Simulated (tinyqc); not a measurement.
# Absorption edge of a degenerate semiconductor, band filling against gap narrowing: two studies

n-type, parabolic bands, full ionisation. eta = (EF - Ec)/kB T solves N = Nc F12(eta), F12(x) = (2/sqrt(pi)) int_0^infinity sqrt(u)/(1 + exp(u - x)) du. The gap shrinks rigidly by dEg = a3 y^(1/3) + a4 y^(1/4) + a2 y^(1/2), y = N/1e18 cm^-3, an empirical law that is here taken as the true narrowing.

Parameters, values chosen for the exercise; band and dielectric values close to those of gallium arsenide:

| symbol | value | unit | meaning |
|---|---|---|---|
| T | 250 | K | temperature |
| Eg | 1.44 | eV | band gap |
| Nc | 3.37e17 | cm^-3 | conduction-band density of states at 250 K, from me |
| me | 0.0678 | m0 | electron mass |
| mh | 0.498 | m0 | hole mass |
| a3 | 12.9 | meV | coefficient of (N/1e18)^(1/3) |
| a4 | 4.9 | meV | coefficient of (N/1e18)^(1/4) |
| a2 | 2.6 | meV | coefficient of (N/1e18)^(1/2) |

Constants: q = 1.602176634e-19 C, kB = 1.380649e-23 J/K, Vt = kB T/q. Results are converted to the units shown.

Each table varies one quantity; the others keep the values above.

## The optical edge against doping

Vertical transitions need an empty final state: the edge is taken where the state lies 4 kB T below EF, E_opt = Eg - dEg + (1 + me/mh) max(eta - 4, 0) kB T; wavelength h c/(q E_opt).

Result of one run:

| N (cm^-3) | eta | dEg (meV) | filling shift (meV) | E_opt (eV) |
|---|---|---|---|---|
| 5.4e17 | 1.0259 | 16.616 | 0 | 1.4234 |

What becomes of these results when the ionised donor density N is changed from 5.4e17 to 4.6e18 cm^-3, all else the same?

Result of the changed run:

| N (cm^-3) | eta | dEg (meV) | filling shift (meV) | E_opt (eV) |
|---|---|---|---|---|
| 4.6e18 | 6.7816 | 34.206 | 68.083 | 1.4739 |

The whole series:

| N (cm^-3) | eta | dEg (meV) | filling shift (meV) | E_opt (eV) |
|---|---|---|---|---|
| 6.3e16 | -1.6110 | 8.2405 | 0 | 1.4318 |
| 1.3e17 | -0.81689 | 10.415 | 0 | 1.4296 |
| 2.6e17 | 0.010490 | 13.058 | 0 | 1.4269 |
| 5.4e17 | 1.0259 | 16.616 | 0 | 1.4234 |
| 1.1e18 | 2.2890 | 21.061 | 0 | 1.4189 |
| 2.2e18 | 4.0076 | 26.602 | 0.18603 | 1.4136 |
| 4.6e18 | 6.7816 | 34.206 | 68.083 | 1.4739 |
| 9.4e18 | 11.045 | 43.776 | 172.43 | 1.5687 |
| 1.9e19 | 17.730 | 55.986 | 336.05 | 1.7201 |
| 3.9e19 | 28.682 | 72.229 | 604.13 | 1.9719 |

E_opt goes from 1.43 through a minimum of 1.41 (at N = 2.2e18 cm^-3 among the rows listed) to 1.97 eV, against Eg = 1.44 eV; the filling shift is 0 while eta is below 4. At the end narrowing grows as N^(0.35) and EF - Ec as N^(0.67). Filling therefore wins at high density. For N = 9.4e18, 1.9e19, 3.9e19 EF lies more than 0.2 eV in the band, where non-parabolicity lowers it markedly.

## Approximations to the Fermi level

With u = N/Nc: Boltzmann ln u; Joyce-Dixon ln u + 0.353553 u - 4.95009e-3 u^2 + 1.48386e-4 u^3 - 4.42563e-6 u^4; degenerate limit (3 sqrt(pi) u/4)^(2/3). The Einstein ratio is D/(mu Vt) = F12/Fm, Fm(x) = dF12/dx = (1/sqrt(pi)) int_0^infinity u^(-1/2)/(1 + exp(u - x)) du.

Approximations to the Fermi level:

| N (cm^-3) | N/Nc | eta | Boltzmann | Joyce-Dixon | degenerate | D/(mu Vt) |
|---|---|---|---|---|---|---|
| 2.1e16 | 0.06231 | -2.754 | -2.776 | -2.754 | 0.1900 | 1.022 |
| 5e16 | 0.1484 | -1.856 | -1.908 | -1.856 | 0.3388 | 1.052 |
| 1.2e17 | 0.3561 | -0.9073 | -1.033 | -0.9073 | 0.6074 | 1.125 |
| 3e17 | 0.8902 | 0.1946 | -0.1163 | 0.1946 | 1.119 | 1.307 |
| 7.3e17 | 2.166 | 1.517 | 0.7730 | 1.517 | 2.024 | 1.724 |
| 1.8e18 | 5.341 | 3.442 | 1.675 | 3.442 | 3.694 | 2.661 |
| 4.3e18 | 12.76 | 6.472 | 2.546 | 6.443 | 6.602 | 4.496 |
| 1.1e19 | 32.64 | 12.28 | 3.486 | 9.889 | 12.35 | 8.278 |

What does the comparison show?

Boltzmann is within 0.1 of eta up to N/Nc = 0.15, Joyce-Dixon within 0.01 up to 5.3, and the degenerate limit is off by 0.067 in the last row. The Einstein ratio rises from 1.02 to 8.28: degenerate carriers diffuse faster for the same mobility.

Range of the model: Band tails, non-parabolic bands and incomplete ionisation are left out.

tinyqc, about 0.01 s, one thread, Intel Xeon 2.30GHz (shared host): `OMP_NUM_THREADS=1 python tinyqc.py 2330019 2330020 out.jsonl`
